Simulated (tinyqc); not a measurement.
Flattening the wire at fixed area: round or elliptic silicon nanowire with anisotropic valleys (Ritz method).

Wire along x = [110] on a (001) wafer, y = [-110], z = [001]. Valley groups (w = inverse masses): A, two valleys along z: w_y = 1/mt, w_z = 1/ml, m_x = mt; B, four valleys in the wafer plane: w_y = (1/ml + 1/mt)/2, w_z = 1/mt, m_x = (ml + mt)/2.

Hard wall on the ellipse (y/a)^2 + (z/b)^2 = 1, c = hbar^2/2m0. With u = y/a, v = z/b the operator is -c [(w_y/a^2) d2/du2 + (w_z/b^2) d2/dv2] on the unit disc. Basis (1 - u^2 - v^2) u^i v^j; S, X and Y are the disc integrals of f f', (df/du)(df'/du) and (df/dv)(df'/dv), from the integral of u^p v^q = 2 Gamma((p+1)/2) Gamma((q+1)/2)/((p + q + 2) Gamma((p+q+2)/2)) for even p, q; H = c (w_y X/a^2 + w_z Y/b^2).

Converged values use 21 functions of each parity class (e or o in u, then in v).

Constants: hbar^2/2m0 = 3.80998211 eV angstrom^2.

Parameters, chosen for this exercise (near those of a Si nanowire; not measured data):
- ml = 0.932 m0 (longitudinal mass)
- mt = 0.191 m0 (transverse mass)
- asp = (0.4, 0.6, 0.8, 1, 1.3, 1.8, 2.5) (ratios a/b)
- area = 19.3 nm^2 (cross-section, kept fixed)

a = sqrt(area x ratio/pi), b = a/ratio, 1 nm^2 = 100 angstrom^2; lowest level of each group.

Levels (eV):
```
a/b  a (angstrom)  b (angstrom)       A       B
0.4          15.7          39.2  0.2258  0.1768
0.6          19.2          32.0  0.1606  0.1503
0.8          22.2          27.7  0.1290  0.1458
1.0          24.8          24.8  0.1112  0.1502
1.3          28.3          21.7  0.0965  0.1644
1.8          33.3          18.5  0.0867  0.1965
2.5          39.2          15.7  0.0856  0.2479
```

Each group is lowest where its stretched ellipse is a circle, at a/b = sqrt(w_y/w_z): 2.21 for A and 0.78 for B. The lowest group is B in the first row and A in the last, crossing between a/b = 0.6 and 0.8; B - A is -49 meV in the first row and +162 meV in the last.

Program tinyqc; command `OMP_NUM_THREADS=1 python tinyqc.py 1280679 1280680 out.jsonl`; about 0.05 s on one thread of a shared Intel(R) Xeon(R) Processor @ 2.30GHz.
